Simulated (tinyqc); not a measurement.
Conversion gain and read noise from the photon-transfer curve.

Question. Temporal variance = CG x mean output + vn^2 (dark signal removed), CG = q As/Cf. Find CG, vn, the read noise in electrons and Cf.

Values chosen for this exercise:
- As = 0.86 (source-follower gain)

Constants: q = 1.602176634e-19 C. Results are converted to the units shown.

temporal variance at mean outputs of 56 and 340 mV (mV^2): [12.45005563, 75.56547838]

Solution. Poisson statistics make the slope equal to CG; the intercept is vn^2.

CG = 222 uV/electron
vn = 69.0 uV
read noise = 0.310 electrons
Cf = 0.620 fF

Computed by the program tinyqc: `OMP_NUM_THREADS=1 python tinyqc.py 2630007 2630008 out.jsonl`, one thread of a shared Intel Xeon 2.30GHz, about 0.01 s for the whole run.
